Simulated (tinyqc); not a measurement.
Short-period [001] superlattice in sp3s* tight binding: sweeps and comparisons. A value that a table varies takes the place of the one given here.

Planes alternate anion, cation along [001], a/4 apart; at zero in-plane momentum s, pz, s* form one block. All levels of A are shifted so that its Ev (lower root of [[Epa, Vxx], [Vxx, Epc]]) is 0, and those of B so that its Ev is -dEv. A monolayer is an anion plane and the cation plane above it; an anion between unlike cations takes the mean of the two anion levels; each bond takes the couplings of its cation. Block from an anion to the cation above: U with Vss/2 (s,s), Vsapc/2 (s,z), -Vscpa/2 (z,s), Vxx/2 (z,z), Vxapc/2 (s*,z), -Vpaxc/2 (z,s*); to the cation below: the same with the s-z and s*-z signs reversed. The cell of n + m monolayers is closed with the phase exp(2 pi i q). No spin-orbit coupling. In this block 2 (n + m) levels are filled.

For the two lowest empty levels at q = 0: energy, share of the cation weight on A, and Gamma character, the share of the cation amplitudes with Fourier index |j|/(n + m) < 1/4 along the stack (near 1: Gamma-like, near 0: folded from X).

Parameters, chosen for this exercise (A near a published set for GaAs, B for AlAs; the results hold for these values, not for the real material):
- pA = (-8.352, 1.039, -2.657, 3.676, 8.58, 6.737, -6.435, 1.959, 5.065, 4.473, 5.778, 4.842, 4.807) eV (order Esa, Epa, Esc, Epc, Exa, Exc, Vss, Vxx, Vxy, Vsapc, Vscpa, Vxapc, Vpaxc)
- pB = (-7.535, 0.98, -1.161, 3.582, 7.498, 6.739, -6.672, 1.873, 4.297, 5.105, 5.486, 4.529, 5) eV (the same for B)
- dEv = 0.5 eV (valence offset: Ev(B) lies this far below Ev(A))
- a = 5.648 angstrom (lattice constant, taken common; strain is left out)
- nw = 19 (monolayers of A)
- n2 = 11 (monolayers of A)
- m2 = 7 (monolayers of B)

## Equal layers of growing thickness

n = m.

Lowest empty levels:
```
n = m  layer (angstrom)  E1 (eV)  on A  Gamma  E2 (eV)  on A  Gamma
2                   5.6   1.8893  0.45   0.07   1.9518  0.68   0.86
3                   8.5   1.8612  0.19   0.00   1.9130  0.76   0.95
4                  11.3   1.8217  0.19   0.10   1.8861  0.73   0.91
6                  16.9   1.7861  0.33   0.31   1.8098  0.66   0.76
8                  22.6   1.7396  0.92   0.98   1.7822  0.02   0.02
10                 28.2   1.6948  0.95   0.99   1.7780  0.00   0.00
12                 33.9   1.6624  0.97   1.00   1.7743  0.01   0.00
14                 39.5   1.6387  0.98   1.00   1.7705  0.00   0.00
18                 50.8   1.6076  0.99   1.00   1.7677  0.00   0.00
```

What does this show, and why?

At zero in-plane momentum (the in-plane X valleys are left out) the lowest level is X-like for n = 2, 3, 4 and 6 and Gamma-like for the others (a Gamma weight between about 0.35 and 0.65 marks an even mixture, at the crossover). Thin layers push the light Gamma electron up past the heavy X electron, whose share on A runs from 0.19 to 0.45, so for n = 3 and 4 it lies apart from the holes in A (type II); the crossover lies between n = 6 and 8. The crossover moves with dEv and with the electron mass, which this model makes too heavy, so it comes at thinner layers than in the real system. At n = 18 the lowest level lies 0.071 eV above the lowest bulk edge of the two crystals, with 99 % of its cation weight on A.

## Miniband width against barrier thickness

nw monolayers of A and m of B; lowest empty level at q = 0 and q = 1/2. The decay constant is ln(width(4)/width(6)) over two monolayers, each a/2 thick.

Lowest miniband:
```
m  E(q = 0) (eV)  E(q = 1/2) (eV)  width (meV)  Gamma character
1         1.5668           1.6254       58.622             0.99
2         1.5832           1.6170       33.740             1.00
3         1.5915           1.6112       19.733             1.00
4         1.5960           1.6076       11.668             1.00
5         1.5986           1.6054        6.803             1.00
6         1.6000           1.6040        4.030             1.00
8         1.6013           1.6027        1.389             1.00
```

decay constant = 0.1882 1/angstrom

How do the results move?

The width falls from 58.6 to 1.39 meV, as exp(-kappa d) with kappa = 0.188 1/angstrom, which stands for the decay constant of the barrier at this energy: each monolayer costs a factor 1.70. The level at q = 0 rises by 35 meV towards that of a single well.

## What each change does

A cell with n = n2 and m = m2. Each row changes one parameter from the base and keeps the others.

Results:
```
case          E1 (eV)  A share 1  Gamma 1  E2 (eV)  A share 2  Gamma 2
base           1.6742       0.96     1.00   1.7853       0.01     0.00
n2 = 13        1.6472       0.97     1.00   1.7852       0.02     0.00
m2 = 9         1.6764       0.96     0.99   1.7792       0.01     0.00
dEv = 0.6 eV   1.6683       0.95     0.99   1.6865       0.01     0.00
```

What does this show?

The largest shifts from the base row, up to three for each result and ties (the steps differ in size, so this ranks the rows, not the parameters). E1 (eV): n2 -0.0270, dEv -0.0059, m2 +0.0022. A share 1: n2 +0.01, dEv -0.01; unchanged at the printed digits by m2. Gamma 1: dEv -0.00, m2 -0.00; unchanged at the printed digits by n2. E2 (eV): dEv -0.0988, m2 -0.0061, n2 -0.0001. A share 2: n2 +0.00; unchanged at the printed digits by m2 and dEv. Gamma 2: unchanged at the printed digits by n2, m2 and dEv.

Computed by tinyqc, a small Python program: `OMP_NUM_THREADS=1 python tinyqc.py 1450218 1450219 out.jsonl` (the numbers bound the seed that draws the inputs); one thread of a shared host (Intel(R) Xeon(R) Processor @ 2.30GHz), about 0.6 s for the whole set of steps.
